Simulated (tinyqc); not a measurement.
Thickness, silicon consumed, volume change, sheet resistance: thermodynamics of metal silicides: hull, first phase, silicon consumed, nucleation and stability against SiO2. Computed by tinyqc, a small Python program. Command: `OMP_NUM_THREADS=1 python tinyqc.py 3019874 3019875 out.jsonl silphase walk`. One thread of a shared host (Intel(R) Xeon(R) Processor @ 2.30GHz), about 0.01 s of CPU time with the checks.

Entropies of formation of the solids are neglected, so heats stand for free energies. Si fractions: M2Si 0.3333, MSi 0.5000, MSi2 0.6667.

Inputs (values chosen for the exercise, for a model metal): molar volume of M = 6.67 cm^3/mol; molar volume of Si = 12.06 cm^3/mol; metal thickness t = 25 nm.

Phases: M2Si, MSi, MSi2.

volumes of the three phases per mole of M (cm^3/mol): 9.97  13  23.2

resistivities of the three phases (microohm cm): 31  24  16

Method. Per phase M_a Si_b, for ample silicon (not limited to t_Si): silicide thickness = t V/V_M; silicon consumed = t (b/a) V_Si/V_M; net volume change = V/(V_M + (b/a) V_Si) - 1; the top surface lies (silicide thickness - silicon consumed) above the old interface; sheet resistance = resistivity/thickness.

Films:
```
phase  thickness (nm)  Si consumed (nm)  volume change (%)  top above old interface (nm)  sheet resistance (ohm)
M2Si           37.369            22.601            -21.496                        14.768                  8.2957
MSi            48.726            45.202            -30.593                         3.523                  4.9255
MSi2           86.957            90.405            -24.651                        -3.448                  1.8400
```

silicon consumed by MSi = 45.202 nm

sheet resistance of MSi = 4.9255 ohm

What follows from these numbers?

For a given sheet resistance the silicon consumed goes as resistivity x (b/a)/V: M2Si 1.55, MSi 1.85, MSi2 1.38. It is least for MSi2, which matters on shallow junctions and thin silicon. All three reactions shrink the total volume.

Extremes, crossings and ranges named in words are read from the listed rows.
